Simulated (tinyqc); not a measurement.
Inside a calculation. Model: long-channel MOSFET, surface-potential model.

Program tinyqc, `OMP_NUM_THREADS=1 python tinyqc.py 2360116 2360117 out.jsonl`; Intel Xeon 2.30GHz, shared host, one thread, about 0.05 s. Printed values are rounded.

n-channel transistor on a uniformly doped p-type body, gradual-channel approximation, constant mobility, Boltzmann statistics, full ionisation. Potentials are counted from the neutral body; V is the electron quasi-Fermi potential, Vsb at the source and Vsb + Vds at the drain. Charges are magnitudes per area.

Inputs (values chosen for the exercise); material values those of a made-up semiconductor:
- T = 300 K (temperature)
- Eg = 1.19 eV (band gap)
- eps_r = 9.67 (relative permittivity of the semiconductor)
- Nc = 3.37e19 cm^-3 (conduction-band density of states at T)
- Nv = 2.43e19 cm^-3 (valence-band density of states at T)
- Na = 3.9e16 cm^-3 (acceptor density of the body)
- eox = 4.04 (relative permittivity of the gate insulator)
- tox = 2.6 nm (insulator thickness)
- Vfb = -0.85 V (flat-band voltage)
- mu = 130 cm^2/(V s) (channel mobility)
- W = 2 um (gate width)
- L = 5 um (gate length)
- Vsb = 0 V (source-body reverse bias)
- Vgs = 0.32 V (gate-source voltage)
- Vds = 0.2 V (drain-source voltage)

Constants: q = 1.602176634e-19 C, kB = 1.380649e-23 J/K, Vt = kB T/q, eps0 = 8.8541878128e-14 F/cm where lengths are in cm. Results are converted to the units shown.

## Body potential, insulator capacitance and body factor

ni = sqrt(Nc Nv) exp(-Eg/(2 Vt)), Eg in volts; phiF = Vt ln(Na/ni); Cox = eps0 eox/tox; gamma = sqrt(2 q eps0 eps_r Na)/Cox. VT = Vfb + 2 phiF + gamma sqrt(2 phiF + Vsb), m = 1 + gamma/(2 sqrt(2 phiF + Vsb)).

ni = 2.89107e9 cm^-3
phiF = 0.424424 V
Cox = 1.37580 uF/cm^2
gamma = 0.0751854 V^0.5
VT = 0.0681182 V
m = 1.04080

## Iteration 1: surface potential at the source by Newton steps

psi at the start (the smaller of 2 phiF + Vsb + 4 Vt and the root without inversion charge) = 0.952256 V

With V = Vsb: G = psi - Vt + Vt e, e = exp((psi - 2 phiF - Vsb)/Vt); f = Vgs + Vsb - Vfb - psi - gamma sqrt(G); f' = -1 - gamma (1 + e)/(2 sqrt(G)); psi(new) = psi - f/f'.

G = 2.33789 V
f = 0.102784 V
f' = -2.36696
psi after iteration 1 = 0.995681 V

## Iteration 2: surface potential at the source by Newton steps

As before.

G = 8.54126 V
f = -0.0454130 V
f' = -4.78013
psi after iteration 2 = 0.986180 V

## Course of the iteration: surface potential at the source by Newton steps

Stop when psi changes by less than 1e-10 V, or after 40 iterations.

Course of the iteration:
```
iteration   psi (V)  |change| (V)
1          0.995681        0.0434
2          0.986180       9.50e-3
3          0.985336       8.44e-4
4          0.985330       5.98e-6
5          0.985330      2.98e-10
6          0.985330             0
```

Converged in 6 iterations. At the end the number of correct digits about doubles with each step.

## Charges and current of the charge-sheet model

psi_0 = 0.985330 V
psi_L = 1.08828 V

psi_0 and psi_L solve Vgs + Vsb - Vfb - psi = gamma sqrt(G) at V = Vsb and Vsb + Vds. Qi = Cox gamma [sqrt(G) - sqrt(psi - Vt)], G = psi - Vt + Vt exp((psi - 2 phiF - V)/Vt), at both ends. With U = Vgs + Vsb - Vfb: drift = mu (W/L) Cox [U (psi_L - psi_0) - (psi_L^2 - psi_0^2)/2 - (2/3) gamma ((psi_L - Vt)^1.5 - (psi_0 - Vt)^1.5)]; diffusion = mu (W/L) Vt (Qi0 - QiL).

Qi0 = 152.747 nC/cm^2
QiL = 5.80540 nC/cm^2
drift current = 0.424290 uA
diffusion current = 0.197534 uA
drain current = 0.621823 uA

Drift carries 68.2 % of the current.

## Inversion charge along the channel

V, point 0 to 10 (V): [0, 0.02, 0.04, 0.06, 0.08, 0.1, 0.12, 0.14, 0.16, 0.18, 0.2]

The surface potential psi at channel potential V solves Vgs + Vsb - Vfb - psi = gamma sqrt(G), G = psi - Vt + Vt exp((psi - 2 phiF - V)/Vt). Charge sheet: Qi = Cox gamma [sqrt(G) - sqrt(psi - Vt)]. Pao-Sah: Qi = (Cox gamma/2) integral from 3 Vt to psi of exp((u - 2 phiF - V)/Vt)/sqrt(G(u, V)) du.

```
point  psi (V)  Qi, charge sheet (nC/cm^2)  Qi, Pao-Sah (nC/cm^2)
0      0.98533                     152.747                154.358
1      1.00005                     131.727                133.141
2      1.01424                     111.459                112.678
3      1.02780                     92.0984                93.1263
4      1.04059                     73.8499                74.6909
5      1.05241                     56.9815                57.6435
6      1.06302                     41.8390                42.3346
7      1.07213                     28.8388                29.1865
8      1.07945                     18.4003                18.6255
9      1.08480                     10.7711                10.9045
10     1.08828                     5.80540                5.87782
```

At the source the charge-sheet charge is 1.0 % below the Pao-Sah one.

## Pao-Sah current by Simpson's rule

I = mu (W/L) integral of Qi dV; Simpson's rule on the 11 points, step Vds/10, weights 1, 4, 2, ..., 4, 1 times step/3.

Pao-Sah current = 0.677006 uA

Gauss-Legendre quadrature on many points gives 0.6770 uA, so this value is within 0.01 % of it; the charge-sheet current, 0.6218 uA, is 8.2 % below it.
